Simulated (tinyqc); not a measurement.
Donors on two lattice sites with valley-orbit split states: sweeps and comparisons. A value that a table varies takes the place of the one given here.

Each donor binds at most one electron, in any of its states. For a site s, W_s = sum over its states of g exp(E/kT), and the ionised share is 1/(1 + W_s exp(eta)), eta = (EF - Ec)/kT; n = Nc F_1/2(eta); neutrality n + NA = ND x (mean ionised share, the two sites in equal numbers); holes are neglected. Nc from N = 2 (m kB T/(4 pi c))^(3/2) with c = hbar^2/2m0, in 1/angstrom^3; times 1e24 for 1/cm^3, m = md. F_j(eta) = (1/Gamma(j + 1)) integral_0^infinity x^j dx/(1 + exp(x - eta)), which tends to exp(eta) for eta << 0.

Mobility (Caughey-Thomas form): mu = mu0 + (mu1 (T/300)^(-ga) - mu0)/(1 + ((ND + NA)/Nr)^de); rho = 1/(e n mu), e = 1.602176634e-19 C.

Constants: hbar^2/2m0 = 3.80998211 eV angstrom^2; kB = 8.617333262e-05 eV/K.

Values chosen for the exercise (near those of nitrogen in 4H-SiC; the results hold for these values, not for the real material): md = 0.83 m0 (density-of-states mass of the conduction band); E = (65.8, 58.2, 122.7, 80.1) meV (binding energies of h ground, h excited, k ground, k excited); g = (2, 4, 2, 4) (their degeneracies with spin); ND = 8.9e+15 1/cm^3 (donors, half on each site); NA = 0 1/cm^3 (compensating acceptors, all ionised); T = 300 K; mu0 = 41 cm^2/(V s) (mobility at heavy doping); mu1 = 938 cm^2/(V s) (mobility at light doping and 300 K); Nr = 1.9e+17 1/cm^3 (reference doping); de = 0.61 (doping exponent); ga = 2.4 (temperature exponent).

## What the excited states change

The last columns keep only the ground state of each site (g = 2).

Results:

| T (K) | effective degeneracy, h site | eta | n (1/cm^3) | n, ground states only | ratio |
|---|---|---|---|---|---|
| 40 | 2.44 | -12.66 | 2.94e+12 | 3.24e+12 | 0.905 |
| 60 | 2.92 | -9.88 | 8.68e+13 | 1.05e+14 | 0.829 |
| 80 | 3.33 | -8.62 | 4.73e+14 | 6.00e+14 | 0.788 |
| 110 | 3.79 | -7.80 | 1.72e+15 | 2.17e+15 | 0.795 |
| 150 | 4.22 | -7.55 | 3.54e+15 | 3.99e+15 | 0.887 |
| 200 | 4.57 | -7.50 | 5.71e+15 | 6.04e+15 | 0.944 |
| 250 | 4.81 | -7.57 | 7.43e+15 | 7.73e+15 | 0.961 |
| 300 | 4.98 | -7.74 | 8.24e+15 | 8.44e+15 | 0.977 |
| 400 | 5.21 | -8.12 | 8.71e+15 | 8.79e+15 | 0.991 |
| 500 | 5.35 | -8.44 | 8.82e+15 | 8.86e+15 | 0.996 |

What does this show, and why?

The effective degeneracy grows from 2.44 to 5.35. Excited states hold electrons back, so the ratio is never above 1; it is lowest, 0.788, at 80 K of those listed, and 0.977 at 300 K. At low T the excited states empty out, and at high T more donors are ionised (n is 99 % of ND - NA in the last row), so the effect is largest in between.

## Ionisation and resistivity against doping

NA = 0.

Results:

| ND (1/cm^3) | n (1/cm^3) | n/ND | mu (cm^2/(V s)) | rho (ohm cm) | rho at full ionisation |
|---|---|---|---|---|---|
| 1.0e+14 | 9.99e+13 | 0.999 | 929 | 67.2 | 67.2 |
| 1.0e+15 | 9.90e+14 | 0.990 | 903 | 6.98 | 6.91 |
| 1.0e+16 | 9.18e+15 | 0.918 | 810 | 0.839 | 0.770 |
| 3.0e+16 | 2.45e+16 | 0.816 | 718 | 0.355 | 0.290 |
| 1.0e+17 | 6.50e+16 | 0.650 | 576 | 0.167 | 0.108 |
| 3.0e+17 | 1.45e+17 | 0.482 | 427 | 0.101 | 0.0487 |
| 1.0e+18 | 3.19e+17 | 0.319 | 280 | 0.0698 | 0.0223 |
| 2.0e+18 | 4.86e+17 | 0.243 | 213 | 0.0601 | 0.0146 |

What does this show, and why?

From 1e16 to 1e18 1/cm^3 rho falls by a factor 12, not 100: the mobility takes a factor 2.89 and incomplete ionisation 2.88. n/ND is below 0.9 from 3e+16 1/cm^3 on. Near 1e19 1/cm^3 and above the levels merge with the band, and already below that screening lowers the binding energy, so the last rows understate n.

## Compensation sets the slope of the freeze-out

NA = K ND. The slope energy is -d ln(n T^(-p))/d(1/kT) between 50 and 60 K, with p = 3/4 for K = 0 and p = 3/2 otherwise.

Results:

| K | n(50 K) (1/cm^3) | n(60 K) (1/cm^3) | slope energy (meV) |
|---|---|---|---|
| 0 | 2.23e+13 | 8.68e+13 | 31.63 |
| 0.0010 | 1.83e+13 | 8.24e+13 | 31.90 |
| 0.010 | 5.18e+12 | 5.26e+13 | 52.82 |
| 0.050 | 1.01e+12 | 1.50e+13 | 62.75 |
| 0.20 | 1.68e+11 | 2.59e+12 | 63.58 |
| 0.50 | 1.76e+08 | 8.51e+09 | 93.16 |

How do the results move?

Without acceptors the slope is 31.63 meV, against half the h-site ground-state energy, 32.90; with K = 0.05 it is 62.75 meV, against the full 65.8. The full energy (less a few meV where excited levels lie within a few kT) shows where n is far below NA, since the acceptors then hold EF near the donor level: n(60 K)/NA is 9.3 for K = 0.001 and 0.034 for K = 0.05; for K = 0.001 the sample is still in or near the uncompensated regime, where p = 3/2 is the wrong power, so that slope means little. At K = 0.5 the acceptors have taken as many electrons as there are h sites, EF sits between the two levels, and the slope is 93.2 meV against their mean of 94.2.

## What moves the carrier density

All results formed anew. Each row changes one parameter from the base and keeps the others.

Results:

| case | eta | n (1/cm^3) | rho (ohm cm) |
|---|---|---|---|
| base | -7.742 | 8.239e+15 | 0.9262 |
| E = (70.8, 58.2, 122.7, 80.1) meV | -7.743 | 8.230e+15 | 0.9272 |
| md = 0.913 m0 | -7.876 | 8.314e+15 | 0.9178 |
| ND = 1.78e+16 1/cm^3 | -7.109 | 1.552e+16 | 0.5245 |
| NA = 8.9e+14 1/cm^3 | -7.848 | 7.409e+15 | 1.038 |
| T = 330 K | -7.857 | 8.470e+15 | 1.131 |
| Nr = 3.8e+17 1/cm^3 | -7.742 | 8.239e+15 | 0.8855 |

What can be read from the table?

The largest shifts from the base row, up to three for each result and ties (the steps differ in size, so this ranks the rows, not the parameters). eta: ND +0.633, md -0.134, T -0.115; unchanged at the printed digits by Nr. n (1/cm^3): ND +7.28e+15, NA -8.30e+14, T +2.30e+14; unchanged at the printed digits by Nr. rho (ohm cm): ND -0.402, T +0.204, NA +0.112.

(tinyqc, `OMP_NUM_THREADS=1 python tinyqc.py 1652531 1652532 out.jsonl`, Intel(R) Xeon(R) Processor @ 2.30GHz, 1 thread, shared host, about 0.01 s.)
